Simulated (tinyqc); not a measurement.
Thermoelectric coefficients with energy filtering, Landauer integrals: one step of the calculation.

Bulk parabolic band, x = (E - Ec)/kB T, C = hbar^2/(2 m0), kB T in eV. Modes per area gv m kB T x/(4 pi C) times the back-scattering length l0 x^rr give the transport function s0 X(x), s0 = (2 q^2/h) gv m kB T l0/(4 pi C), X = x^(1 + rr), multiplied by tb for x < xb. I_k = int X (x - eta)^k w dx, w = 1/(4 cosh^2((x - eta)/2)).

Task. Coefficients of the electrons. sigma = s0 I_0, S = -(kB/q) I_1/I_0, Lorenz number L = (kB/q)^2 [I_2/I_0 - (I_1/I_0)^2], kappa_e = L sigma T.

Inputs (values chosen for the exercise):
```
symbol  value  unit                             meaning
T         200     K                         temperature
m         1.1    m0                  mass of one valley
gv          6                                   valleys
l0        1.2    nm     back-scattering length at x = 1
rr          1            energy exponent of that length
eta       6.7        reduced Fermi level (EF - Ec)/kB T
```

Constants: q = 1.602176634e-19 C, kB = 1.380649e-23 J/K, hbar = 1.054571817e-34 J s, h = 6.62607015e-34 J s, m0 = 9.1093837015e-31 kg, Vt = kB T/q, hbar^2/(2 m0) = 0.0380998212 eV nm^2. Results are converted to the units shown.

converged I_0, I_1, I_2: 20.169253  41.725137  157.63985

Wanted: s0; sigma; S; L; kappa_e.

Result.

s0 = 220.90 S/cm
sigma = 4455.3 S/cm
S = -178.27 uV/K
L = 2.6259 x 1e-8 V^2/K^2
kappa_e = 2.3398 W/(m K)

L is 7.5 % above the Sommerfeld value (pi^2/3)(kB/q)^2 = 2.443e-8 V^2/K^2.

Range of the model: Parabolic bands, elastic scattering and a fixed kL make these model figures, not those of a material.

Program tinyqc, `OMP_NUM_THREADS=1 python tinyqc.py 2800041 2800042 out.jsonl`; Intel Xeon 2.30GHz, shared host, one thread, about 0.02 s.
